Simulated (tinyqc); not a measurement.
## Thermionic emission over a Gaussian spread of barriers: effect of the spread

Metal on an n-type semiconductor with one parabolic valley; V > 0 is forward bias (metal positive). Patches of barrier height b are spread as a Gaussian with mean phi - r2 V and variance sg^2 + r3 V; each carries A* T^2 exp(-b/Vt) [exp(V/Vt) - 1].

A* = 4 pi q me m0 kB^2/h^3 (times 1e-4 for A/(cm^2 K^2)). At zero bias the mean of exp(-b/Vt) gives phi_ap(0) = phi - sg^2/(2 Vt), J0 = A* T^2 exp(-phi_ap(0)/Vt), and the current is centred on b = phi - sg^2/Vt.

Parameters, values chosen for the exercise; band and dielectric values close to those of gallium nitride: temperature T = 300 K; electron mass me = 0.197 m0; barrier height seen from the metal phi = 0.71 eV.

Constants: q = 1.602176634e-19 C, kB = 1.380649e-23 J/K, h = 6.62607015e-34 J s, m0 = 9.1093837015e-31 kg, Vt = kB T/q. Results are converted to the units shown.

Result of one run:
```
sg (eV)	phi_ap(0) (eV)	J0 (A/cm^2)	barrier that carries most current (eV)
0.02	0.70226	3.3963e-6	0.69453
```

What becomes of these results when the standard deviation of the barrier heights sg is changed from 0.02 to 0.036 eV, all else the same?

Result of the changed run:
```
sg (eV)	phi_ap(0) (eV)	J0 (A/cm^2)	barrier that carries most current (eV)
0.036	0.68493	6.6394e-6	0.65987
```

The whole series:
```
sg (eV)	phi_ap(0) (eV)	J0 (A/cm^2)	barrier that carries most current (eV)
0.02	0.70226	3.3963e-6	0.69453
0.036	0.68493	6.6394e-6	0.65987
0.052	0.65770	1.9037e-5	0.60540
0.068	0.62057	8.0064e-5	0.53114
0.084	0.57353	4.9388e-4	0.43706
0.1	0.51659	0.0044685	0.32318
0.116	0.44975	0.059301	0.18950
```

The apparent barrier falls from 0.702 to 0.450 eV, by sg^2/(2 Vt), and J0 grows by a factor of 17500 over the table. The lowering equals Vt at sg = sqrt(2) Vt = 0.0366 eV. In 3 of the 7 rows sg exceeds 3 Vt, so the current comes from more than three deviations below the mean, a tiny share of the area that a Gaussian of independent patches describes poorly.

Numbers from tinyqc (`OMP_NUM_THREADS=1 python tinyqc.py 2640073 2640074 out.jsonl`; about 0.01 s on one thread of a shared Intel Xeon 2.30GHz).
